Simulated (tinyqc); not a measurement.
Tunnelling through a two-layer gate stack, WKB transmission and Tsu-Esaki current: one step of the calculation.

Electrons leave the emitter at x = 0. Energies E (motion across the layers) are in eV from the emitter Fermi level; the collector Fermi level lies at -V and offers states at every E. No charge in the dielectric and no image force: F1 = V/(t1 + t2 eps1/eps2), F2 = F1 eps1/eps2; U = phi1 - F1 x in layer 1 and phi2 - F1 t1 - F2 (x - t1) in layer 2. With C = hbar^2/(2 m0), kappa = sqrt(m (U - E)/C) where U > E and 0 elsewhere; T(E) = exp(-S), S = 2 times the integral of kappa over x.

Question. Fields and band edges. F1 = V/(t1 + t2 eps1/eps2), F2 = F1 eps1/eps2; U = phi1 - F1 x in layer 1 and phi2 - F1 t1 - F2 (x - t1) in layer 2. EOT = 3.9 (t1/eps1 + t2/eps2).

Parameters, values chosen for the exercise; layer 1 close to silicon dioxide, layer 2 close to hafnium oxide: barrier of layer 1 above the emitter Fermi level at zero bias phi1 = 3.2 eV; tunnelling mass of layer 1 m1 = 0.52 m0; thickness of layer 1 t1 = 0.8 nm; relative permittivity of layer 1 eps1 = 3.86; barrier of layer 2 at zero bias phi2 = 1.53 eV; tunnelling mass of layer 2 m2 = 0.19 m0; thickness of layer 2 t2 = 3.5 nm; relative permittivity of layer 2 eps2 = 21.3; voltage across the dielectric V = 0.5 V.

Give: F1; F2; U at the end of layer 1; U at the start of layer 2; U at the end of layer 2; EOT.

Answer.

F1 = 3.4861 MV/cm
F2 = 0.63175 MV/cm
U at the end of layer 1 = 2.9211 eV
U at the start of layer 2 = 1.2511 eV
U at the end of layer 2 = 1.0300 eV
EOT = 1.4491 nm

tinyqc, about 0.03 s, one thread, Intel Xeon 2.30GHz (shared host): `OMP_NUM_THREADS=1 python tinyqc.py 2540080 2540081 out.jsonl`
